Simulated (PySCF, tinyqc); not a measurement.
RHF in the 6-31g basis, for H4, spin multiplicity 1, step by step (part 2 of 2). The lowest restricted solution is unstable here: a spin-polarised one lies 0.0866 hartree lower (PySCF). Computed by tinyqc, a small Python program that keeps every step (integrals from PySCF). Command: `OMP_NUM_THREADS=1 python tinyqc.py 29951 29952 out.jsonl` (the two numbers bound the seeds that draw the settings). One thread of a shared host (Intel(R) Xeon(R) Processor @ 2.60GHz), about 0.08 s of CPU time with the checks.

Geometry (angstrom):
```
atom,x,y,z
H,0.000000,0.000000,0.000000
H,0.000000,0.000000,1.617000
H,0.000000,2.198000,0.000000
H,0.000000,2.198000,1.617000
```

## Iteration 2: building the Fock matrix

D after iteration 1, lower triangle:
```
,1H 1s,1H 2s,2H 1s,2H 2s,3H 1s,3H 2s,4H 1s,4H 2s
1H 1s,0.225344
1H 2s,0.269526,0.340068
2H 1s,0.027598,0.064675,0.225344
2H 2s,0.064675,0.127768,0.269526,0.340068
3H 1s,-0.006689,-0.006228,-0.003964,-0.007581,0.225344
3H 2s,-0.006228,-0.012472,-0.007581,-0.018201,0.269526,0.340068
4H 1s,-0.003964,-0.007581,-0.006689,-0.006228,0.027598,0.064675,0.225344
4H 2s,-0.007581,-0.018201,-0.006228,-0.012472,0.064675,0.127768,0.269526,0.340068
```

core Hamiltonian H = T + V (hartree), lower triangle:
```
,1H 1s,1H 2s,2H 1s,2H 2s,3H 1s,3H 2s,4H 1s,4H 2s
1H 1s,-1.019494
1H 2s,-0.984135,-1.156045
2H 1s,-0.102045,-0.346429,-1.019494
2H 2s,-0.346429,-0.637046,-0.984135,-1.156045
3H 1s,-0.011120,-0.134973,-0.000809,-0.046337,-1.019494
3H 2s,-0.134973,-0.346635,-0.046337,-0.186971,-0.984135,-1.156045
4H 1s,-0.000809,-0.046337,-0.011120,-0.134973,-0.102045,-0.346429,-1.019494
4H 2s,-0.046337,-0.186971,-0.134973,-0.346635,-0.346429,-0.637046,-0.984135,-1.156045
```

nuclear repulsion = 1.52388318 hartree

Given earlier and not repeated: Two-electron integrals (ij|kl) in chemists' order.

J_ij = sum D_kl (ij|kl), K_ij = sum D_kl (ik|jl); F = H + J - 0.5 K; E = tr D H + tr D J / 2 - 0.25 tr D K + E_nn.

Coulomb J (hartree), lower triangle:
```
,1H 1s,1H 2s,2H 1s,2H 2s,3H 1s,3H 2s,4H 1s,4H 2s
1H 1s,1.571503
1H 2s,0.964231,1.266822
2H 1s,0.055438,0.291630,1.571503
2H 2s,0.291630,0.633868,0.964231,1.266822
3H 1s,0.003860,0.101044,0.000203,0.030896,1.571503
3H 2s,0.101044,0.329156,0.030896,0.164872,0.964231,1.266822
4H 1s,0.000203,0.030896,0.003860,0.101044,0.055438,0.291630,1.571503
4H 2s,0.030896,0.164872,0.101044,0.329156,0.291630,0.633868,0.964231,1.266822
```

exchange K (hartree), lower triangle:
```
,1H 1s,1H 2s,2H 1s,2H 2s,3H 1s,3H 2s,4H 1s,4H 2s
1H 1s,0.724765
1H 2s,0.583773,0.580651
2H 1s,0.149988,0.285822,0.724765
2H 2s,0.285822,0.399821,0.583773,0.580651
3H 1s,0.017932,0.090412,0.006582,0.048211,0.724765
3H 2s,0.090412,0.168805,0.048211,0.119571,0.583773,0.580651
4H 1s,0.006582,0.048211,0.017932,0.090412,0.149988,0.285822,0.724765
4H 2s,0.048211,0.119571,0.090412,0.168805,0.285822,0.399821,0.583773,0.580651
```

Fock matrix F (hartree), lower triangle:
```
,1H 1s,1H 2s,2H 1s,2H 2s,3H 1s,3H 2s,4H 1s,4H 2s
1H 1s,0.189627
1H 2s,-0.311791,-0.179549
2H 1s,-0.121601,-0.197710,0.189627
2H 2s,-0.197710,-0.203089,-0.311791,-0.179549
3H 1s,-0.016226,-0.079135,-0.003897,-0.039547,0.189627
3H 2s,-0.079135,-0.101882,-0.039547,-0.081884,-0.311791,-0.179549
4H 1s,-0.003897,-0.039547,-0.016226,-0.079135,-0.121601,-0.197710,0.189627
4H 2s,-0.039547,-0.081884,-0.079135,-0.101882,-0.197710,-0.203089,-0.311791,-0.179549
```

total energy of this density = -1.49413953 hartree

This density is a damped mixture and is not idempotent, and it still holds part of the atomic start, so its energy may lie below the converged one.

## Iteration 2: DIIS over 2 matrices

error matrix X^T (FDS - SDF) X:
```
,1,2,3,4,5,6,7,8
1,0.000000,0.116257,0.000000,0.000092,0.000000,0.002415,0.000000,-0.006097
2,-0.116257,0.000000,-0.000092,0.000000,-0.002415,0.000000,0.006097,0.000000
3,0.000000,0.000092,0.000000,0.116257,0.000000,-0.006097,0.000000,0.002415
4,-0.000092,0.000000,-0.116257,0.000000,0.006097,0.000000,-0.002415,0.000000
5,0.000000,0.002415,0.000000,-0.006097,0.000000,0.116257,0.000000,0.000092
6,-0.002415,0.000000,0.006097,0.000000,-0.116257,0.000000,-0.000092,0.000000
7,0.000000,-0.006097,0.000000,0.002415,0.000000,0.000092,0.000000,0.116257
8,0.006097,0.000000,-0.002415,0.000000,-0.000092,0.000000,-0.116257,0.000000
```

B (overlaps of the stored error matrices):
```
,1,2
1,2.1167826e-01,1.5151529e-01
2,1.5151529e-01,1.0846987e-01
```

Minimise |sum c_i e_i|^2 with sum c_i = 1: solve [B -1; -1 0][c; lambda] = [0; -1] with B_ij = tr e_i^T e_j, and take F = sum c_i F_i.

DIIS coefficients: -2.514694  3.514694

extrapolated F (hartree), lower triangle:
```
,1H 1s,1H 2s,2H 1s,2H 2s,3H 1s,3H 2s,4H 1s,4H 2s
1H 1s,0.177815
1H 2s,-0.338570,-0.233653
2H 1s,-0.183677,-0.260908,0.177815
2H 2s,-0.260908,-0.277590,-0.338570,-0.233653
3H 1s,-0.006516,-0.071265,0.000672,-0.040673,0.177815
3H 2s,-0.071265,-0.103504,-0.040673,-0.091589,-0.338570,-0.233653
4H 1s,0.000672,-0.040673,-0.006516,-0.071265,-0.183677,-0.260908,0.177815
4H 2s,-0.040673,-0.091589,-0.071265,-0.103504,-0.260908,-0.277590,-0.338570,-0.233653
```

## Iteration 2: diagonalisation and new density

X, lower triangle:
```
,1H 1s,1H 2s,2H 1s,2H 2s,3H 1s,3H 2s,4H 1s,4H 2s
1H 1s,1.260750
1H 2s,-0.514060,1.437825
2H 1s,0.025431,0.036482,1.260750
2H 2s,0.036482,-0.355504,-0.514060,1.437825
3H 1s,-0.009255,0.055941,-0.004286,0.001430,1.260750
3H 2s,0.055941,-0.216678,0.001430,0.050112,-0.514060,1.437825
4H 1s,-0.004286,0.001430,-0.009255,0.055941,0.025431,0.036482,1.260750
4H 2s,0.001430,0.050112,0.055941,-0.216678,0.036482,-0.355504,-0.514060,1.437825
```

overlap S, lower triangle:
```
,1H 1s,1H 2s,2H 1s,2H 2s,3H 1s,3H 2s,4H 1s,4H 2s
1H 1s,1.000000
1H 2s,0.658292,1.000000
2H 1s,0.035386,0.193252,1.000000
2H 2s,0.193252,0.470978,0.658292,1.000000
3H 1s,0.002680,0.068601,0.000134,0.020285,1.000000
3H 2s,0.068601,0.248770,0.020285,0.117165,0.658292,1.000000
4H 1s,0.000134,0.020285,0.002680,0.068601,0.035386,0.193252,1.000000
4H 2s,0.020285,0.117165,0.068601,0.248770,0.193252,0.470978,0.658292,1.000000
```

Diagonalise F' = X^T F X, C = X C', fill 2 alpha and 2 beta electrons from the bottom; D = 2 C_occ C_occ^T; the new density keeps 0.7 of the old one (damping). Each column has its largest component positive (the first on a tie).

F' = X^T F X (hartree), lower triangle:
```
,1,2,3,4,5,6,7,8
1,0.634813
2,-0.587638,0.231635
3,-0.032478,-0.110526,0.634813
4,-0.110526,-0.175913,-0.587638,0.231635
5,0.011966,0.014092,0.002912,0.007414,0.634813
6,0.014092,-0.092209,0.007414,-0.010403,-0.587638,0.231635
7,0.002912,0.007414,0.011966,0.014092,-0.032478,-0.110526,0.634813
8,0.007414,-0.010403,0.014092,-0.092209,-0.110526,-0.175913,-0.587638,0.231635
```

orbital energies (hartree): MO1 -0.468579, MO2 -0.378079, MO3 -0.000991, MO4 0.082690, MO5 1.003079, MO6 1.038901, MO7 1.064899, MO8 1.123869

coefficients C:
```
,MO1,MO2,MO3,MO4,MO5,MO6,MO7,MO8
1H 1s,0.158235,0.173910,0.147220,0.167452,0.646745,0.651159,-0.669373,0.680894
1H 2s,0.277471,0.340822,0.485420,0.593837,-0.639109,-0.420482,0.894373,-0.587634
2H 1s,0.158235,0.173910,-0.147220,-0.167452,-0.646745,0.651159,0.669373,0.680894
2H 2s,0.277471,0.340822,-0.485420,-0.593837,0.639109,-0.420482,-0.894373,-0.587634
3H 1s,0.158235,-0.173910,0.147220,-0.167452,0.646745,0.651159,0.669373,-0.680894
3H 2s,0.277471,-0.340822,0.485420,-0.593837,-0.639109,-0.420482,-0.894373,0.587634
4H 1s,0.158235,-0.173910,-0.147220,0.167452,-0.646745,0.651159,-0.669373,-0.680894
4H 2s,0.277471,-0.340822,-0.485420,0.593837,0.639109,-0.420482,0.894373,0.587634
```

D after iteration 2, lower triangle:
```
,1H 1s,1H 2s,2H 1s,2H 2s,3H 1s,3H 2s,4H 1s,4H 2s
1H 1s,0.190911
1H 2s,0.250575,0.353938
2H 1s,0.052489,0.107179,0.190911
2H 2s,0.107179,0.205327,0.250575,0.353938
3H 1s,-0.007806,-0.013580,-0.005898,-0.014527,0.190911
3H 2s,-0.013580,-0.032232,-0.014527,-0.036242,0.250575,0.353938
4H 1s,-0.005898,-0.014527,-0.007806,-0.013580,0.052489,0.107179,0.190911
4H 2s,-0.014527,-0.036242,-0.013580,-0.032232,0.107179,0.205327,0.250575,0.353938
```

## Iteration 56 (converged): orbitals

converged F (hartree), lower triangle:
```
,1H 1s,1H 2s,2H 1s,2H 2s,3H 1s,3H 2s,4H 1s,4H 2s
1H 1s,0.178336
1H 2s,-0.336838,-0.230478
2H 1s,-0.178814,-0.256280,0.178336
2H 2s,-0.256280,-0.272687,-0.336838,-0.230478
3H 1s,-0.007168,-0.071833,0.000384,-0.040568,0.178336
3H 2s,-0.071833,-0.103628,-0.040568,-0.091059,-0.336838,-0.230478
4H 1s,0.000384,-0.040568,-0.007168,-0.071833,-0.178814,-0.256280,0.178336
4H 2s,-0.040568,-0.091059,-0.071833,-0.103628,-0.256280,-0.272687,-0.336838,-0.230478
```

Diagonalise F' = X^T F X, C = X C', fill 2 alpha and 2 beta electrons from the bottom; D = 2 C_occ C_occ^T. Each column has its largest component positive (the first on a tie).

F' = X^T F X (hartree), lower triangle:
```
,1,2,3,4,5,6,7,8
1,0.634624
2,-0.587461,0.233194
3,-0.029401,-0.107813,0.634624
4,-0.107813,-0.173463,-0.587461,0.233194
5,0.011672,0.013599,0.002705,0.007290,0.634624
6,0.013599,-0.092740,0.007290,-0.010520,-0.587461,0.233194
7,0.002705,0.007290,0.011672,0.013599,-0.029401,-0.107813,0.634624
8,0.007290,-0.010520,0.013599,-0.092740,-0.107813,-0.173463,-0.587461,0.233194
```

orbital energies (hartree): MO1 -0.463450, MO2 -0.370513, MO3 -0.005689, MO4 0.078958, MO5 1.003117, MO6 1.039520, MO7 1.064978, MO8 1.124350

coefficients C:
```
,MO1,MO2,MO3,MO4,MO5,MO6,MO7,MO8
1H 1s,0.157990,0.173731,0.148486,0.168608,0.646455,0.651219,-0.669083,0.680939
1H 2s,0.277629,0.340976,0.484168,0.592291,-0.640057,-0.420377,0.895397,-0.587544
2H 1s,0.157990,0.173731,-0.148486,-0.168608,-0.646455,0.651219,0.669083,0.680939
2H 2s,0.277629,0.340976,-0.484168,-0.592291,0.640057,-0.420377,-0.895397,-0.587544
3H 1s,0.157990,-0.173731,0.148486,-0.168608,0.646455,0.651219,0.669083,-0.680939
3H 2s,0.277629,-0.340976,0.484168,-0.592291,-0.640057,-0.420377,-0.895397,0.587544
4H 1s,0.157990,-0.173731,-0.148486,0.168608,-0.646455,0.651219,-0.669083,-0.680939
4H 2s,0.277629,-0.340976,-0.484168,0.592291,0.640057,-0.420377,0.895397,0.587544
```

D after iteration 56, lower triangle:
```
,1H 1s,1H 2s,2H 1s,2H 2s,3H 1s,3H 2s,4H 1s,4H 2s
1H 1s,0.110287
1H 2s,0.206202,0.386686
2H 1s,0.110287,0.206202,0.110287
2H 2s,0.206202,0.386686,0.206202,0.386686
3H 1s,-0.010443,-0.030751,-0.010443,-0.030751,0.110287
3H 2s,-0.030751,-0.078373,-0.030751,-0.078373,0.206202,0.386686
4H 1s,-0.010443,-0.030751,-0.010443,-0.030751,0.110287,0.206202,0.110287
4H 2s,-0.030751,-0.078373,-0.030751,-0.078373,0.206202,0.386686,0.206202,0.386686
```

## Convergence

Stop when the energy changes by less than 1e-09 hartree and every element of the error matrix X^T (F D S - S D F) X is below 9e-06.

Course of the cycle:
```
iteration,E (hartree),change,largest element of the error matrix
1,-1.35021560,-,1.62e-01
2,-1.49413953,-1.44e-01,1.16e-01
3,-1.61102167,-1.17e-01,8.23e-02
4,-1.70074921,-8.97e-02,5.79e-02
5,-1.76743598,-6.67e-02,4.07e-02
6,-1.81601643,-4.86e-02,2.86e-02
7,-1.85095362,-3.49e-02,2.01e-02
8,-1.87586579,-2.49e-02,1.41e-02
9,-1.89352780,-1.77e-02,9.86e-03
10,-1.90600073,-1.25e-02,6.91e-03
11,-1.91478544,-8.78e-03,4.84e-03
12,-1.92096103,-6.18e-03,3.39e-03
13,-1.92529683,-4.34e-03,2.37e-03
14,-1.92833821,-3.04e-03,1.66e-03
...,...,...,...
43,-1.93545474,-9.84e-08,5.35e-08
44,-1.93545480,-6.89e-08,3.74e-08
45,-1.93545485,-4.82e-08,2.62e-08
46,-1.93545489,-3.38e-08,1.83e-08
47,-1.93545491,-2.36e-08,1.28e-08
48,-1.93545493,-1.65e-08,8.99e-09
49,-1.93545494,-1.16e-08,6.29e-09
50,-1.93545495,-8.10e-09,4.40e-09
51,-1.93545495,-5.67e-09,3.08e-09
52,-1.93545496,-3.97e-09,2.16e-09
53,-1.93545496,-2.78e-09,1.51e-09
54,-1.93545496,-1.95e-09,1.06e-09
55,-1.93545496,-1.36e-09,7.40e-10
56,-1.93545496,-9.53e-10,5.18e-10
```

PySCF RHF in the same basis = -1.93545496 hartree

Converged in 56 iterations.

## Populations, bond orders and dipole

Mulliken: Z minus the diagonal of D S on the atom; Loewdin: the same with S^(1/2) D S^(1/2); Mayer order: 2 sum_s sum (D(s) S)_ij (D(s) S)_ji over the two atoms.

Charges (e):
```
atom,Mulliken,Loewdin
1H,0,0
2H,0,0.000000
3H,0,0
4H,0,0
```

Mayer bond orders:
```
pair,order
2-1,1.003288
3-1,-0.003288
3-2,-0.003288
4-1,-0.003288
4-2,-0.003288
4-3,1.003288
```

dipole moment about the origin, x y z (debye): 0.000000  0.000000  0.000000
